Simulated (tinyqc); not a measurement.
Worked calculation: interdiffusion in a binary couple: Darken equations, Kirkendall shift and Boltzmann-Matano analysis. Computed by tinyqc, a small Python program that keeps every step. Command: `OMP_NUM_THREADS=1 python tinyqc.py 3031965 3031966 out.jsonl darken walk`. One thread of a shared host (Intel(R) Xeon(R) Processor @ 2.30GHz), about 0.02 s of CPU time with the checks. Intermediate numbers are printed to about 7 digits and carried at full precision; extremes and crossings named in words are read from the listed rows.

x is the mole fraction of B; the molar volume is constant, and the two halves are long enough to count as infinite.

Inputs (values chosen for the exercise, for a model alloy A-B):
```
quantity                            value   unit
tracer diffusivity D*_A(0)          9e-15  m^2/s
tracer diffusivity D*_B(0)        1.2e-14  m^2/s
slope k of ln D* with x               1.7      -
regular-solution parameter W        -0.19     eV
temperature T                        1280      K
left composition x_L                 0.36      -
right composition x_R                0.76      -
time t                              21000      s
composition x for the local step      0.5      -
```

Vacancy-wind correction: none.

Constants: k_B = 8.617333262e-05 eV/K.

## Diffusivities at one composition

D*_i(x) = D*_i(0) exp(k x); thermodynamic factor Phi = 1 - 2 W x (1 - x)/(k_B T); intrinsic D_i = D*_i Phi; interdiffusion D~ = x D_A + (1 - x) D_B.

thermodynamic factor Phi = 1.861273

intrinsic D_A = 3.919249e-14 m^2/s

intrinsic D_B = 5.225665e-14 m^2/s

interdiffusion coefficient D~ at the local x = 4.572457e-14 m^2/s

A negative W (tendency to order or compound) speeds mixing: Phi is above 1.

## Composition profile

With lambda = z/sqrt(t), the profile solves d/dlambda (D~ dx/dlambda) + (lambda/2) dx/dlambda = 0 with x = x_L and x_R far to the left and right; z = 0 is the original interface. It is solved as a boundary-value problem in y = lambda/sqrt(D~ at the mean composition) on -12 < y < 12 (collocation, tolerance 1e-8). The last column is the error-function profile for a constant D~ taken at the mean composition.

D~ at the mean composition = 4.943500e-14 m^2/s

Profile at time t:
```
y        z (um)          x  dx/dz (1/um)  x for constant D~
-3.0  -96.66031  0.3637310   0.000266933          0.3667790
-2.0  -64.44020  0.3868218   0.001361124          0.3914598
-1.5  -48.33015  0.4158358   0.002253119          0.4177689
-1.0  -32.22010  0.4588966   0.003048910          0.4559000
-0.5  -16.11005  0.5120318   0.003472724          0.5047347
0.0     0.00000  0.5683658   0.003451166          0.5600000
0.5    16.11005  0.6213213   0.003075948          0.6152653
1.0    32.22010  0.6663623   0.002493529          0.6641000
1.5    48.33015  0.7013107   0.001844548          0.7022311
2.0    64.44020  0.7260502   0.001241929          0.7285402
3.0    96.66031  0.7512496   0.000417716          0.7532210
```

At the original interface x = 0.5684, against the mean 0.5600. D~ is 1.59 times as large at x_R as at x_L, so the profile is flatter and reaches further on the right.

## Boltzmann-Matano quantities at composition x

Read from the profile: the position z(x), the area -int_(x_L)^x z dx and the slope.

position z(x) = -19.59962 um

area -int z dx from x_L to the local x = 6.566954 um

slope dx/dz at the local x = 0.003419520 1/um

## Boltzmann-Matano diffusivity

D~(x) = area/(2 t slope), with z counted from the original interface (the Matano plane); 1 um^2 = 1e-12 m^2.

D~ from the profile = 4.572456e-14 m^2/s

It returns the value of D~ 4.5725e-14 m^2/s that went in.

## Kirkendall markers

Lattice planes move with v = (D_B - D_A) dx/dz; markers from the original interface stay at one composition, where z_K = 2 t v.

marker position z_K = 2.110851 um

composition at the markers = 0.5756180

number of solutions = 1

The markers move towards the B-rich side, the side that loses atoms of the faster species (B); vacancies flow the same way and may condense there as voids.

Checks made by the program: mass balance about the original interface (Matano plane at z = 0) (relative difference below 1e-10); Boltzmann-Matano against the Darken value (relative difference 3e-07).
